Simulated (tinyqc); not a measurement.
Bandgap voltage reference from two bipolar transistors: one step of the calculation.

Two transistors of area 1 and N carry the same current I. Is(T) = Is (T/T0)^eta exp[(Vg0 q/kB)(1/T0 - 1/T)], VBE1 = Vt ln(I/Is(T)) + I rb, VBE2 = Vt ln(I/(N Is(T))) + I rb/N. The amplifier forces I R1(T) = VBE1 - VBE2 + Vos, with R(T) = R (1 + tc (T - T0)) for both resistors, and the output is Vref = VBE1 + I R2(T). Base currents and the Early effect are neglected.

Question. Resistor for zero slope at T0, ideal case. With tc = 0, Vos = 0 and rb = 0 the current is proportional to T, dVBE/dT = (VBE - Vg0 - (eta - 1) Vt)/T, and Vref has zero slope at T0 when Vref = Vg0 + (eta - 1) Vt0. Find VBE1, its slope, that Vref, R2/R1 and the curvature d2Vref/dT2 = -(eta - 1) kB/(q T0).

Inputs (values chosen for the exercise); values of the order met in silicon bipolar transistors: reference temperature T0 = 298 K; band-gap voltage extrapolated to 0 K Vg0 = 1.145 V; temperature exponent of the saturation current eta = 4; saturation current of the unit transistor at T0 Is = 5.2e-16 A; area ratio of the second transistor N = 10; resistor across which the difference of VBE falls, at T0 R1 = 3.3 kohm.

Constants: q = 1.602176634e-19 C, kB = 1.380649e-23 J/K. Results are converted to the units shown.

Wanted: VBE1; dVBE/dT; Vref; R2/R1; curvature.

Answer.

VBE1 = 0.62307 V
dVBE/dT = -2.0100 mV/K
Vref = 1.2220 V
R2/R1 = 10.130
curvature = -0.86752 uV/K^2

Computed by the program tinyqc: `OMP_NUM_THREADS=1 python tinyqc.py 2062110 2062111 out.jsonl`, one thread of a shared Intel Xeon 2.30GHz, about 0.02 s for the whole run.
